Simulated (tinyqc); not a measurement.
# Hot electrons in a saturated n-channel MOSFET, lucky-electron model: effect of the channel length

Beyond pinch-off the lateral field grows as Esat cosh(y/l) over the velocity-saturated region (pseudo-two-dimensional model). Impact ionisation in this region gives the substrate current, which biases the body forward through Rsub. Currents are per width. Local-field laws: they overstate ionisation when the field peak is narrower than an energy relaxation length.

Cox = 3.9 eps0/tox, l = sqrt(3 tox xj), Esat = 2 vs/mu. Overdrive g = Vg - VT + kb Vb; Vdsat = g Esat L/(g + Esat L); Id = Cox vs (g - Vdsat); dV = Vd - Id Rd - Vdsat; Em = sqrt((dV/l)^2 + Esat^2); Isub = Id (Ai/Bi) l Em exp(-Bi/Em). Vb = Rsub Isub is solved self-consistently. Lifetime tau = (Hl/Id)(Isub/Id)^(-m); 1 year = 3.15576e7 s.

Values chosen for this exercise; values close to those of silicon n-channel devices:
- tox = 20 nm (oxide thickness)
- xj = 300 nm (junction depth)
- VT = 0.58 V (threshold)
- mu = 260 cm^2/(V s) (effective mobility)
- vs = 7.3e6 cm/s (saturation velocity)
- Ai = 2e6 1/cm (ionisation prefactor)
- Bi = 1.73 MV/cm (ionisation field)
- Rd = 0 ohm um (resistance of the lightly doped drain)
- Rsub = 13000 ohm um (substrate resistance)
- kb = 0.43 (fall of VT per volt of forward body bias)
- m = 2.7 (lifetime exponent)
- Hl = 11000 s uA/um (lifetime constant)
- Vd = 3.6 V (drain voltage)
- Vg = 1.5 V (gate voltage)

Constants: eps0 = 8.8541878128e-14 F/cm where lengths are in cm. Results are converted to the units shown.

Result of one run:
```
L (um),Id (uA/um),Em (MV/cm),Isub (uA/um),Isub/Id,tau (years)
1.1,15.03,0.2161,0.01679,0.001116,2168
```

What becomes of these results when the channel length L is changed from 1.1 to 0.4 um, all else the same?

Result of the changed run:
```
L (um),Id (uA/um),Em (MV/cm),Isub (uA/um),Isub/Id,tau (years)
0.4,33.71,0.2267,0.05757,0.001708,306.9
```

The whole series:
```
L (um),Id (uA/um),Em (MV/cm),Isub (uA/um),Isub/Id,tau (years)
0.4,33.71,0.2267,0.05757,0.001708,306.9
0.57,25.90,0.2223,0.03719,0.001436,637.7
0.8,19.72,0.2187,0.02457,0.001246,1228
1.1,15.03,0.2161,0.01679,0.001116,2168
1.6,10.77,0.2136,0.01086,0.001008,3989
2.3,7.711,0.2119,0.007211,9.351e-4,6821
3.2,5.648,0.2107,0.005018,8.885e-4,1.069e4
```

As L goes from 0.4 to 3.2 um, Em falls from 0.227 to 0.211 MV/cm, Isub falls from 0.0576 to 0.00502 uA/um and tau rises from 307 to 10700 years. From the first row to the last, log10(tau) changes by 1.5: 0.77 from (Isub/Id)^(-m), which holds Em and l, and 0.78 from 1/Id. At L = 0.4 um the saturated region takes over 60 % of L, so using the full L in Vdsat is rough. For L = 0.8 to 3.2 um tau is a far extrapolation that only says that hot carriers are no limit.

Program tinyqc, `OMP_NUM_THREADS=1 python tinyqc.py 2550106 2550107 out.jsonl`; Intel Xeon 2.30GHz, shared host, one thread, about 0.01 s.
